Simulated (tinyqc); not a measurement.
Raising U: Hubbard chain of 4 sites, mean field against exact. Computed by the program tinyqc. Collinear unrestricted mean field (the lowest of 40 random starts) against exact diagonalisation.

one-body matrix (hopping and site energies) (eV):
```
         1        2        3        4
1  -0.4900  -0.6100   0.0000   0.0000
2  -0.6100   0.2400  -0.6100   0.0000
3   0.0000  -0.6100  -0.1300  -0.6100
4   0.0000   0.0000  -0.6100  -0.1100
```

electrons, up and down: 2  2

Exact and mean-field results (eV):

| U | U/t | E exact | E mean field | mean \|n_up - n_down\| | double occupancy, exact | first gap in the sector |
|---|---|---|---|---|---|---|
| 0.3000 | 0.4918 | -3.086471 | -3.074631 | 0.0000 | 0.2518 | 0.7572 |
| 0.6100 | 1.0000 | -2.792731 | -2.740984 | 0.0000 | 0.2220 | 0.6620 |
| 1.2200 | 2.0000 | -2.319200 | -2.103313 | 0.2666 | 0.1674 | 0.5174 |
| 1.8300 | 3.0000 | -1.967372 | -1.656888 | 0.6673 | 0.1230 | 0.4151 |
| 2.4400 | 4.0000 | -1.709476 | -1.388135 | 0.8076 | 0.0903 | 0.3416 |
| 3.6600 | 6.0000 | -1.375362 | -1.096837 | 0.9146 | 0.0513 | 0.2474 |
| 4.8800 | 8.0000 | -1.177299 | -0.946510 | 0.9523 | 0.0320 | 0.1918 |
| 12.2000 | 20.0000 | -0.776305 | -0.672964 | 0.9925 | 0.0058 | 0.0798 |

Estimate the missing row, U = 7.32.

Computed row:
```
U           U/t    E exact  E mean field  mean |n_up - n_down|  double occupancy, exact  first gap in the sector
7.3200  12.0000  -0.960463     -0.794788                0.9790                   0.0154                   0.1312
```

In absolute terms mean field is worst at U/t = 4.0, 0.321 eV too high: at small U it is nearly exact, and at large U it misses only exchange-scale energies. Its local moments set in at U/t = 2.0 of those listed, a broken symmetry that the exact state of a finite cluster with equal spins does not have. Relative to the exact energy its error is 0.4 % at the smallest U, 20 % at most and 13 % at the largest. The double occupancy falls from 0.252 to 0.006.
